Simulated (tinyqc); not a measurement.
From results back to parameters: finite square well with mass mismatch (envelope functions). Three cases, with inputs chosen for the exercise.

Problem. The lowest level of this well was computed from a hidden depth V0.

A square well of width L and depth V0, mass mw inside and mb outside, energies from the bottom of the well, c = hbar^2/2m0. k = sqrt(mw E/c), kappa = sqrt(mb (V0 - E)/c). psi and psi'/m are continuous at the walls (BenDaniel-Duke), so level n solves k L + 2 atan[(k/mw)/(kappa/mb)] = n pi.

Constants: hbar^2/2m0 = 3.80998211 eV angstrom^2.

Find: k; kappa; V0.

Method. For n = 1 the condition reads kappa = (mb/mw) k tan(kL/2); then V0 = E1 + c kappa^2/mb.

Case 1.

Values chosen (out of a larger set: near those of the light valleys of a Si film in HfO2; not measured data): L = 21 angstrom (well width); mw = 0.187 m0 (mass in the well); mb = 0.188 m0 (mass in the barrier).

E1 = 0.246041 eV

Solution.

k = 0.10989 1/angstrom
kappa = 0.2494 1/angstrom
V0 = 1.507 eV

Case 2.

Values chosen (out of a larger set: near those of the light valleys of a Si film in HfO2; not measured data): L = 37 angstrom (well width); mw = 0.188 m0 (mass in the well); mb = 0.187 m0 (mass in the barrier).

E1 = 0.100935 eV

Solution.

k = 0.07057 1/angstrom
kappa = 0.2585 1/angstrom
V0 = 1.462 eV

Case 3.

Values chosen (out of a larger set: near those of an InGaAs well in InP; not measured data): L = 147 angstrom (well width); mw = 0.0419 m0 (mass in the well); mb = 0.0839 m0 (mass in the barrier).

E1 = 0.022498 eV

Solution.

k = 0.01573 1/angstrom
kappa = 0.0716 1/angstrom
V0 = 0.255 eV

Computed by tinyqc, one run a case: `OMP_NUM_THREADS=1 python tinyqc.py N N+1 out.jsonl` with N = 1282506, 1282527, 1282569; one thread of a shared Intel(R) Xeon(R) Processor @ 2.30GHz, about 0.01 s a run at most.
